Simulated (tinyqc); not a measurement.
What moves the results: alloy A(1-x)B(x) by interpolation with bowing. A value that a table varies takes the place of the one given here.

Each gap follows E(x) = (1 - x) E_A + x E_B - C x (1 - x); the lattice constant follows Vegard, a(x) = (1 - x) a_A + x a_B.

Mass at Gamma from the Kane formula 1/m = F + Ep (Eg + 2 Dso/3)/(Eg (Eg + Dso)). F is fixed by the masses of A and B and interpolated linearly, as is Ep; Eg and Dso carry their bowing.

Constants: hc = 1239.841984 eV nm.

Parameters, chosen for this exercise (A near InAs, B near GaAs; not measured data):
- a = (6.067, 5.645) angstrom (lattice constant of A, B)
- Eg = (0.415, 1.513) eV (gap at Gamma to the s-like level of A, B)
- EgX = (1.438, 1.956) eV (gap to the lowest valley along Gamma-X of A, B)
- EgL = (1.134, 1.83) eV (gap to L of A, B)
- C = (0.469, 1.601, 0.32) eV (bowing of the Gamma, X and L gaps)
- Dso = (0.393, 0.341) eV (spin-orbit splitting of A, B)
- Ep = (21.6, 25.6) eV (Kane energy of A, B)
- me = (0.0257, 0.0675) m0 (electron mass at Gamma of A, B)
- Cs = 0.17 eV (bowing of Dso)
- x = 0.45 (fraction of B)

## Gaps across the alloy

Eleven compositions.

Gaps (eV):
```
x    a (angstrom)  Gamma      X      L  lowest  wavelength (nm)
0.0        6.0670  0.415  1.438  1.134   Gamma             2988
0.1        6.0248  0.483  1.346  1.175   Gamma             2569
0.2        5.9826  0.560  1.285  1.222   Gamma             2216
0.3        5.9404  0.646  1.257  1.276   Gamma             1920
0.4        5.8982  0.742  1.261  1.336   Gamma             1672
0.5        5.8560  0.847  1.297  1.402   Gamma             1464
0.6        5.8138  0.961  1.365  1.475   Gamma             1290
0.7        5.7716  1.085  1.464  1.554   Gamma             1143
0.8        5.7294  1.218  1.596  1.640   Gamma             1018
0.9        5.6872  1.361  1.760  1.732   Gamma              911
1.0        5.6450  1.513  1.956  1.830   Gamma              819
```

The lowest valley is Gamma at every x. The Gamma gap is monotonic, since its bowing (0.469 eV) is smaller than the difference of the end gaps (1.098 eV); at x = 0.5 bowing lowers it by C/4 = 0.117 eV.

## Three ways to interpolate a mass

Linear in m, linear in 1/m, and the Kane formula.

Masses (m0):
```
x      Eg (eV)  linear in m  linear in 1/m    Kane  Kane m/Eg (1/eV)
0.000    0.415       0.0257         0.0257  0.0257            0.0619
0.125    0.501       0.0309         0.0279  0.0297            0.0593
0.250    0.602       0.0362         0.0304  0.0343            0.0570
0.375    0.717       0.0414         0.0335  0.0393            0.0548
0.500    0.847       0.0466         0.0372  0.0446            0.0527
0.625    0.991       0.0518         0.0419  0.0502            0.0507
0.750    1.151       0.0570         0.0480  0.0560            0.0487
0.875    1.324       0.0623         0.0561  0.0618            0.0467
1.000    1.513       0.0675         0.0675  0.0675            0.0446
```

At x = 0.5 the three give 0.0466, 0.0372 and 0.0446; judged by the largest distance, the Kane value is closer to the interpolation in m (largest distances 0.0021 m0 from the rule in m, 0.0083 m0 from the rule in 1/m). The ratio m/Eg varies by a factor of 1.39 while the gap varies by 3.65; a constant ratio is the two-band rule m = Eg/Ep at fixed Ep.

## What each parameter does

Gaps at x and the Kane mass. Each row changes one parameter from the base and keeps the others.

Results:
```
case                         Gamma (eV)  X (eV)  L (eV)  mass (m0)
base                             0.7930  1.2749  1.3680     0.0424
x = 0.41                         0.7517  1.2631  1.3420     0.0407
C = (0.569, 1.701, 0.42) eV      0.7683  1.2501  1.3433     0.0411
Eg = (0.436, 1.513) eV           0.8046  1.2749  1.3680     0.0412
EgX = (1.438, 1.858) eV          0.7930  1.2308  1.3680     0.0424
EgL = (1.077, 1.83) eV           0.7930  1.2749  1.3366     0.0424
Ep = (23.8, 28.2) eV             0.7930  1.2749  1.3680     0.0433
Cs = 0.22 eV                     0.7930  1.2749  1.3680     0.0423
```

The largest shifts from the base row, up to three for each result and ties (the steps differ in size, so this ranks the rows, not the parameters). Gamma (eV): x -0.0413, C -0.0247, Eg +0.0115; unchanged at the printed digits by EgX, EgL, Ep and Cs. X (eV): EgX -0.0441, C -0.0248, x -0.0118; unchanged at the printed digits by Eg, EgL, Ep and Cs. L (eV): EgL -0.0313, x -0.0260, C -0.0248; unchanged at the printed digits by Eg, EgX, Ep and Cs. mass (m0): x -0.0017, C -0.0014, Eg -0.0012; unchanged at the printed digits by EgX and EgL.

Computed by tinyqc, a small Python program: `OMP_NUM_THREADS=1 python tinyqc.py 1081221 1081222 out.jsonl` (the numbers bound the seed that draws the inputs); one thread of a shared host (Intel(R) Xeon(R) Processor @ 2.30GHz), about 0.01 s for the whole set of steps.
